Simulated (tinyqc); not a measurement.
Stark shift: stepped quantum well by finite differences.

Finite differences on points z_i at the centres of cells of width h: H_ii = (c/h^2)(1/m_(i-1/2) + 1/m_(i+1/2)) + V_i, H_(i,i+1) = -(c/h^2)/m_(i+1/2), where m_(i+1/2) is the mean of the masses at the two points (the end values are repeated outwards), psi = 0 on the points beyond both ends, c = hbar^2/2m0. The field adds e F (z - z0) with z0 the middle of the structure; 1 kV/cm = 1e-5 eV/angstrom.

Constants: hbar^2/2m0 = 3.80998211 eV angstrom^2.

Inputs chosen for the exercise (out of a larger set: near those of a GaAs well in AlGaAs; not measured data):
- layers = ((69, 0.17, 0.0844), (46, 0, 0.0685), (69, 0.075, 0.0755), (69, 0.17, 0.0844)) (each layer: thickness in angstrom, band edge in eV, mass in m0)
- hf = 1.4375 angstrom (cell width of the fine grid)
- Fs = (0, 6.67, 13.3, 20, 26.7, 33.3, 40) kV/cm (fields)

Fine grid. Perturbation theory: dE1 = e F z_11 - beta (e F)^2 with beta = sum_j z_1j^2/(E_j - E_1) over the 13 next levels at zero field, z from z0.

Levels against field:

| F (kV/cm) | E1 (eV) | E2 (eV) | dE1 (meV) | second order (meV) | <z - z0> (angstrom) | E2 - E1 (meV) |
|---|---|---|---|---|---|---|
| 0 | 0.0554 | 0.1269 | 0.00 | 0.00 | -23.5 | 71.5 |
| 6.67 | 0.0538 | 0.1281 | -1.60 | -1.60 | -24.5 | 74.3 |
| 13.3 | 0.0521 | 0.1292 | -3.26 | -3.27 | -25.5 | 77.1 |
| 26.7 | 0.0486 | 0.1312 | -6.80 | -6.84 | -27.2 | 82.6 |
| 33.3 | 0.0468 | 0.1319 | -8.62 | -8.71 | -28.0 | 85.1 |
| 40.0 | 0.0449 | 0.1326 | -10.53 | -10.68 | -28.8 | 87.7 |

Give the missing row, F (kV/cm) = 20.0.

Computed row:
```
F (kV/cm)  E1 (eV)  E2 (eV)  dE1 (meV)  second order (meV)  <z - z0> (angstrom)  E2 - E1 (meV)
20.0        0.0504   0.1302      -5.00               -5.02                -26.4           79.9
```

z_11 = -23.50 angstrom
beta = 7992 angstrom^2/eV

The state sits -23.5 angstrom off the middle at zero field, so the shift starts linearly in F. At 40 kV/cm E1 has moved by -10.53 meV, where second order gives -10.68 meV; they differ by 1.5 % there. The electron moves by -5.3 angstrom, against the rise of the potential. From 33.3 kV/cm on E2 lies above the lowest point of the outer barrier, so it is a resonance or a state of the finite grid, held or pushed up by its ends. E2 - E1 grows with the field; the ends are 71.5 and 87.7 meV.

Computed by tinyqc, a small Python program: `OMP_NUM_THREADS=1 python tinyqc.py 1252791 1252792 out.jsonl` (the numbers bound the seed that draws the inputs); one thread of a shared host (Intel(R) Xeon(R) Processor @ 2.30GHz), about 0.02 s for the whole set of steps.
